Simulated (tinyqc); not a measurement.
Hubbard chain of 6 sites, step by step. Computed by tinyqc, a small Python program that keeps every step. Settings: hopping = 0.64, U = 8.4, mixing = 1, iteration cap = 84. Command: `OMP_NUM_THREADS=1 python tinyqc.py 23172 23173 out.jsonl` (the two numbers bound the seeds that draw the settings). One thread of a shared host (Intel(R) Xeon(R) Processor @ 2.60GHz), about 0.2 s of CPU time with the checks. Later iterations appear only in the table of the cycle.

## Mean-field iteration 1

one-body matrix (hopping and site energies) (eV), lower triangle:
```
           1          2          3          4          5         6
1   0.000000
2  -0.640000   0.000000
3   0.000000  -0.640000   0.000000
4   0.000000   0.000000  -0.640000   0.000000
5   0.000000   0.000000   0.000000  -0.640000   0.000000
6   0.000000   0.000000   0.000000   0.000000  -0.640000  0.000000
```

U = 8.400000 eV

electrons, up and down: 3  3

mixing = 1

n(up) at the start (a guess, not normalised): 1 0.950000, 2 0.050000, 3 0.950000, 4 0.050000, 5 0.950000, 6 0.050000

n(down) at the start (a guess): 1 0.050000, 2 0.950000, 3 0.050000, 4 0.950000, 5 0.050000, 6 0.950000

H(up) = T + U n(down), H(down) = T + U n(up); fill the lowest levels; n(new) = n + mixing (n(out) - n); E = tr T (rho up + rho down) + U sum n_up n_down of the output.

levels, up (eV): 0.247993  0.336671  0.409284  7.990716  8.063329  8.152007

levels, down (eV): 0.247993  0.336671  0.409284  7.990716  8.063329  8.152007

energy = -0.482008 eV

n(up) after iteration 1: 1 0.993124, 2 0.013611, 3 0.986526, 4 0.013474, 5 0.986389, 6 0.006876

n(down) after iteration 1: 1 0.006876, 2 0.986389, 3 0.013474, 4 0.986526, 5 0.013611, 6 0.993124

## Mean-field iteration 2

As before.

levels, up (eV): -0.055797  0.011962  0.083020  8.316980  8.388038  8.455797

levels, down (eV): -0.055797  0.011962  0.083020  8.316980  8.388038  8.455797

energy = -0.485342 eV

n(up) after iteration 2: 1 0.994160, 2 0.011655, 3 0.988371, 4 0.011629, 5 0.988345, 6 0.005840

n(down) after iteration 2: 1 0.005840, 2 0.988345, 3 0.011629, 4 0.988371, 5 0.011655, 6 0.994160

## Mean-field iteration 3

As before.

levels, up (eV): -0.069170  -0.000377  0.068950  8.331050  8.400377  8.469170

levels, down (eV): -0.069170  -0.000377  0.068950  8.331050  8.400377  8.469170

energy = -0.485348 eV

n(up) after iteration 3: 1 0.994194, 2 0.011578, 3 0.988456, 4 0.011544, 5 0.988422, 6 0.005806

n(down) after iteration 3: 1 0.005806, 2 0.988422, 3 0.011544, 4 0.988456, 5 0.011578, 6 0.994194

## Convergence

Each step fills the lowest levels of T + U n(other spin) and sets n(new) = n + mixing (n(out) - n); stop when output and input agree to 1e-8.

Course of the cycle:

| iteration | E (eV) | largest \|n(out) - n(in)\| | mean \|n_up - n_down\| |
|---|---|---|---|
| 1 | -0.48200786 | 4.31e-02 | 0.977360 |
| 2 | -0.48534216 | 1.96e-03 | 0.980584 |
| 3 | -0.48534816 | 8.46e-05 | 0.980715 |
| 4 | -0.48534817 | 3.72e-06 | 0.980720 |
| 5 | -0.48534817 | 1.60e-07 | 0.980720 |
| 6 | -0.48534817 | 6.81e-09 | 0.980720 |

local moments n_up - n_down: 1 0.988390, 2 -0.976851, 3 0.976920, 4 -0.976920, 5 0.976851, 6 -0.988390

Converged in 6 iterations. Before convergence this energy mixes input and output and is not variational, so it may rise towards its limit.

## Exact diagonalisation (400 states)

Lowest levels of the sector, and the double occupancy of the lowest state.

lowest levels (eV): -0.714177  -0.620486  -0.510399  -0.466064  -0.433280  -0.405706

double occupancy per site = 0.013560

The mean-field solution above lies 0.2288 eV above the exact energy.

## The lowest level by Lanczos steps

From a random start vector (not printed): a_j = <q_j|H|q_j>, b_j = norm of the remainder after orthogonalising; the Ritz value is the lowest eigenvalue of the tridiagonal matrix of a and b so far.

Lanczos:

| j | a_j (eV) | b_j (eV) | lowest Ritz value (eV) |
|---|---|---|---|
| 1 | 11.197883 | 5.864780 | 11.19788311 |
| 2 | 11.762231 | 7.434659 | 5.60849310 |
| 3 | 12.279205 | 9.453065 | 2.32895782 |
| 4 | 13.763358 | 3.600179 | -0.24306191 |
| 5 | 11.999625 | 4.945346 | -0.46031050 |
| 6 | 12.555110 | 5.445009 | -0.50049434 |
| 7 | 11.475915 | 10.664109 | -0.51199059 |
| 8 | 13.817295 | 4.612932 | -0.57175883 |
| 9 | 13.274531 | 4.650255 | -0.64971875 |
| 10 | 12.683518 | 3.831165 | -0.67187083 |
